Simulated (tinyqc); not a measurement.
## Area and perimeter leakage from two diodes

Inverse problem. A square diode and a finger diode leak I = JA area + JP perimeter. Find JA, JP and the side of the square at which both parts are equal.

areas (um^2): 40000  72000
perimeters (um): 800  29520
leakage currents (pA): 0.456  12.614400

Answer. Two linear equations give JA and JP; for a square of side a, JA a^2 = 4 JP a at a = 4 JP/JA.

JA = 3.000e-10 A/cm^2
JP = 4.200e-12 A/cm
side for equal parts = 560.0 um

Numbers from tinyqc (`OMP_NUM_THREADS=1 python tinyqc.py 2290156 2290157 out.jsonl`; about 0.01 s on one thread of a shared Intel Xeon 2.30GHz).
